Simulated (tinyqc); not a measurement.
What each parameter does: shallow donor in an anisotropic valley (effective-mass theory).

One valley: H = -c [(d2/dx2 + d2/dy2)/mt + (d2/dz2)/ml] - q/(eps r), c = hbar^2/2m0, q = e^2/(4 pi eps0). Trial function exp(-sqrt((x^2 + y^2)/a^2 + z^2/b^2)) with a > b: T = (c/3)(2/(mt a^2) + 1/(ml b^2)), V = -(q/eps) atan(u/b)/u, u = sqrt(a^2 - b^2). The central cell of the impurity is left out.

Constants: hbar^2/2m0 = 3.80998211 eV angstrom^2; e^2/(4 pi eps0) = 14.39964547 eV angstrom.

Parameters, chosen for this exercise (out of a larger set: near those of AlAs; not measured data): ml = 1.135 m0 (longitudinal mass); mt = 0.198 m0 (transverse mass); eps = 10.2 (dielectric constant).

The minimum of the trial energy.

One parameter was then changed.

Results before and after:

| case | E (meV) | a (angstrom) | b (angstrom) | b/a |
|---|---|---|---|---|
| base | -42.23 | 19.86 | 10.74 | 0.541 |
| changed | -51.91 | 17.91 | 9.68 | 0.541 |

Which of these changes was made? (a) eps = 9.2; (b) ml = 0.908 m0; (c) mt = 0.218 m0.
Answer: (a) eps = 9.2. Of the candidates, run in turn, only this one gives the changed row.

All candidates:

| case | E (meV) | a (angstrom) | b (angstrom) | b/a |
|---|---|---|---|---|
| base | -42.23 | 19.86 | 10.74 | 0.541 |
| ml = 0.908 m0 | -40.07 | 20.55 | 12.01 | 0.584 |
| mt = 0.218 m0 | -45.47 | 18.30 | 10.23 | 0.559 |
| eps = 9.2 | -51.91 | 17.91 | 9.68 | 0.541 |

eps only rescales the solution (E as 1/eps^2, lengths as eps), so b/a depends on ml/mt alone.

Run: tinyqc, `OMP_NUM_THREADS=1 python tinyqc.py 1252538 1252539 out.jsonl`; Intel(R) Xeon(R) Processor @ 2.30GHz, one thread, shared host; about 0.01 s of CPU time with all checks.
